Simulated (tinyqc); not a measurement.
## Capacitances against the space between lines

Endless row of lines of width wl, height tl and space sl between grounded planes at distance hd; e2 fills the gaps beside the lines, e1 the rest. Laplace's equation is solved on meshes of 3, 6 and 12 steps per unit u and extrapolated (Aitken), which is good to about 0.2 %. C_even (all lines at 1 V) is the capacitance Cg to the planes; C_odd (neighbours in antiphase) = Cg + 4 Cc if only nearest neighbours couple, which defines Cc; total with quiet neighbours Cg + 2 Cc. Plate values 2 eps0 e1 wl/hd and eps0 e2 tl/sl.

Inputs (values chosen for the exercise): relative permittivity above and below the lines e1 = 4.2; relative permittivity between the lines e2 = 7; line width, in units u wl = 6 u; line height tl = 6 u; distance to each plane hd = 4 u.

Constants: eps0 = 8.8541878128e-12 F/m. Results are converted to the units shown.

The same in every row: plate Cg (aF/um) = 112.

Capacitances against the space between lines:
columns A: sl (u); B: Cg (aF/um); C: Cc (aF/um); D: Cg + 2 Cc (aF/um); E: C_odd (aF/um); F: plate Cc (aF/um); G: share of coupling, 2 Cc/(Cg + 2 Cc) (%)
```
A     B     C    D    E     F     G
2   147   210  566  986   186  74.1
4   178   101  379  581  93.0  53.2
6   204  60.7  325  447  62.0  37.3
8   226  39.4  305  383  46.5  25.8
12  256  17.8  291  327  31.0  12.2
16  272  8.31  289  305  23.2  5.76
24  284  1.83  288  292  15.5  1.27
```

As sl goes from 2 to 24, Cg rises from 147 to 284 aF/um, Cc falls from 210 to 1.83 aF/um and the share of coupling falls from 74.1 to 1.27 %. Cg is 1.31 times its plate value in the first row and 2.55 times in the last; for Cc the ratios are 1.13 and 0.118. Neighbours in antiphase raise the load by a factor of 1.74 and 1.01 over quiet ones.

tinyqc, about 0.6 s, one thread, Intel Xeon 2.30GHz (shared host): `OMP_NUM_THREADS=1 python tinyqc.py 2790114 2790115 out.jsonl`
